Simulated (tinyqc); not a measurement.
Tunnelling through a two-layer gate stack, WKB transmission and Tsu-Esaki current: effect of the thickness t2 at fixed voltage.

Electrons leave the emitter at x = 0. Energies E (motion across the layers) are in eV from the emitter Fermi level; the collector Fermi level lies at -V and offers states at every E. No charge in the dielectric and no image force: F1 = V/(t1 + t2 eps1/eps2), F2 = F1 eps1/eps2; U = phi1 - F1 x in layer 1 and phi2 - F1 t1 - F2 (x - t1) in layer 2. With C = hbar^2/(2 m0), kappa = sqrt(m (U - E)/C) where U > E and 0 elsewhere; T(E) = exp(-S), S = 2 times the integral of kappa over x.

Each layer adds (2/F) sqrt(m/C) [G(u at its left edge) - G(u at its right edge)] to S, with u = U - E (0 where negative) and G(u) = (2/3) u^1.5. J = J0 times the integral of T(E) N(E) dE, N = ln[(1 + exp(-E/Vt))/(1 + exp((-E - V)/Vt))], J0 = q^2 me m0 kB T/(2 pi^2 hbar^3) (times 1e-4 for A/cm^2 per eV), from E = -Ef to far above the barrier (T = 1 there), by quadrature converged to the digits shown.

Parameters, values chosen for the exercise; layer 1 close to silicon dioxide, layer 2 close to hafnium oxide: temperature T = 200 K; Fermi energy of the emitter above its band bottom Ef = 0.11 eV; emitter mass in the supply function me = 1 m0; barrier of layer 1 above the emitter Fermi level at zero bias phi1 = 2.99 eV; tunnelling mass of layer 1 m1 = 0.49 m0; thickness of layer 1 t1 = 0.9 nm; relative permittivity of layer 1 eps1 = 4.08; barrier of layer 2 at zero bias phi2 = 1.47 eV; tunnelling mass of layer 2 m2 = 0.19 m0; relative permittivity of layer 2 eps2 = 21.3; voltage across the dielectric V = 0.5 V.

Constants: q = 1.602176634e-19 C, kB = 1.380649e-23 J/K, hbar = 1.054571817e-34 J s, m0 = 9.1093837015e-31 kg, Vt = kB T/q, hbar^2/(2 m0) = 0.0380998212 eV nm^2. Results are converted to the units shown.

Results:
```
t2 (nm),S at E = 0,T(E = 0),J (A/cm^2),mean E of the current (eV)
2.3,21.38,5.201e-10,0.03555,-0.05993
2.84,23.95,3.982e-11,0.002547,-0.05846
3.39,26.58,2.870e-12,1.720e-4,-0.05693
3.93,29.17,2.148e-13,1.209e-5,-0.05537
5.01,34.38,1.175e-15,5.878e-8,-0.05212
5.56,37.04,8.209e-17,3.877e-9,-0.05038
6.1,39.66,5.989e-18,2.679e-10,-0.04862
```

Estimate the missing row, t2 = 4.47 nm.

Computed row:
```
t2 (nm),S at E = 0,T(E = 0),J (A/cm^2),mean E of the current (eV)
4.47,31.77,1.594e-14,8.451e-7,-0.05377
```

With this row back in the table: J falls from 0.0356 to 2.68e-10 A/cm^2: 2.12 decades a nanometre between the first two rows and 2.15 between the last two. The exponent S alone gives dS/dt/ln 10 = 2.07 and 2.11.

Computed by the program tinyqc: `OMP_NUM_THREADS=1 python tinyqc.py 2540003 2540004 out.jsonl`, one thread of a shared Intel Xeon 2.30GHz, about 0.02 s for the whole run.
